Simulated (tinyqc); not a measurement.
Standing waves and exposure in a photoresist film: sweeps and comparisons. A value that a table varies takes the place of the one given here.

Normal incidence from air. Unexposed resist: N1 = n1 + i k1 with k1 = (A + B) lam/(4 pi), lam in micrometres. r01 = (1 - N1)/(1 + N1), t01 = 2/(1 + N1). Below the resist lie the layer Na = na + i ka and the substrate Ns = ns + i ks: r12 = (r1a + ras x)/(1 + r1a ras x), x = exp(4 pi i Na da/lam), r1a = (N1 - Na)/(N1 + Na), ras = (Na - Ns)/(Na + Ns). With p = exp(2 pi i N1 d/lam), the field at depth z is E(z) = t01 [exp(2 pi i N1 z/lam) + r12 p^2 exp(-2 pi i N1 z/lam)]/(1 + r01 r12 p^2), the relative intensity I(z) = n1 |E(z)|^2 and the reflectance R = |(r01 + r12 p^2)/(1 + r01 r12 p^2)|^2.

Inputs chosen for the exercise (a resist on polySi, indices near tabulated ones; not measured data): lam = 248 nm (vacuum wavelength); n1 = 1.788 (resist index); A = 0.11 1/micrometre (bleachable absorption (Dill A)); B = 0.47 1/micrometre (fixed absorption (Dill B)); d = 334 nm (resist thickness); ns = 1.689 (substrate n); ks = 2.739 (substrate k); na = 1.849 (n of the bottom antireflection layer); ka = 0.41 (its k); da = 45 nm (its thickness).

## Swing of the coupled dose with resist thickness

The mean of I is taken over 800 depths; the relative dose to clear is taken as 1/(mean of I over the lowest period, 60 depths), scaled to 1 in the first row.

Swing:

| d (nm) | R | mean I | relative dose |
|---|---|---|---|
| 334.0 | 0.0807 | 0.8574 | 1.000 |
| 345.6 | 0.1290 | 0.8078 | 1.062 |
| 357.1 | 0.1374 | 0.7930 | 1.078 |
| 368.7 | 0.0995 | 0.8222 | 1.039 |
| 380.2 | 0.0489 | 0.8673 | 0.991 |
| 391.8 | 0.0386 | 0.8782 | 0.989 |
| 403.4 | 0.0805 | 0.8396 | 1.042 |
| 414.9 | 0.1267 | 0.7934 | 1.104 |
| 426.5 | 0.1348 | 0.7799 | 1.120 |
| 438.0 | 0.0986 | 0.8077 | 1.082 |
| 449.6 | 0.0496 | 0.8501 | 1.034 |
| 461.1 | 0.0398 | 0.8594 | 1.031 |
| 472.7 | 0.0799 | 0.8228 | 1.084 |

The period is 69.4 nm, six rows. The relative dose swings between 0.989 and 1.120, a ratio (max - min)/mean of 0.125, against the estimate 4 sqrt(|r01|^2 |r12|^2) exp(-(A + B) d) = 0.117 for the oscillating part alone; the ratio from the table also holds the slow rise from absorption, 8.4 % over two periods, so the two are not strictly comparable. The dose is least sensitive to thickness at an extremum; the lowest dose listed is at 391.8 nm.

## Tuning the antireflection layer

da takes the values listed; the contrast is (Imax - Imin)/(Imax + Imin) over the lowest period of the resist (60 depths).

Results:

| da (nm) | \|r12\|^2 | contrast |
|---|---|---|
| 0 | 0.3790 | 0.878 |
| 10 | 0.2713 | 0.804 |
| 20 | 0.1295 | 0.622 |
| 30 | 0.0376 | 0.373 |
| 40 | 0.0115 | 0.218 |
| 50 | 0.0261 | 0.321 |
| 60 | 0.0476 | 0.397 |
| 75 | 0.0454 | 0.391 |
| 90 | 0.0149 | 0.227 |
| 110 | 0.0048 | 0.125 |
| 140 | 0.0188 | 0.254 |

|r12|^2 starts at 0.3790 and is lowest, 0.0048, at 110 nm of those listed, where the contrast is 0.125 against 0.878. The contrast follows 2|r|/(1 + |r|^2), so even |r12|^2 = 0.01 leaves about 0.2. Values below 0.01 occur at 110 nm.

## What moves the exposure

The mean of I is over 800 depths. Each row changes one parameter from the base and keeps the others.

Results:

| case | \|r12\|^2 | R | mean I | I at the bottom |
|---|---|---|---|---|
| base | 0.0158 | 0.0807 | 0.8574 | 0.6164 |
| d = 344 nm | 0.0158 | 0.1241 | 0.8133 | 0.5841 |
| n1 = 1.806 | 0.0148 | 0.0976 | 0.8403 | 0.6114 |
| B = 0.67 1/micrometre | 0.0160 | 0.0795 | 0.8294 | 0.5765 |
| ks = 2.465 | 0.0141 | 0.0871 | 0.8500 | 0.6066 |
| da = 55 nm | 0.0379 | 0.1580 | 0.8187 | 0.4789 |
| ka = 0.533 | 0.0080 | 0.1044 | 0.8277 | 0.6156 |

The largest shifts from the base row, up to three for each result and ties (the steps differ in size, so this ranks the rows, not the parameters). |r12|^2: da +0.0221, ka -0.0078, ks -0.0017; unchanged at the printed digits by d. R: da +0.0773, d +0.0434, ka +0.0237. mean I: d -0.0442, da -0.0387, ka -0.0297. I at the bottom: da -0.1375, B -0.0399, d -0.0324.

tinyqc: `OMP_NUM_THREADS=1 python tinyqc.py 1651562 1651563 out.jsonl`; about 0.01 s, one thread, shared Intel(R) Xeon(R) Processor @ 2.30GHz.
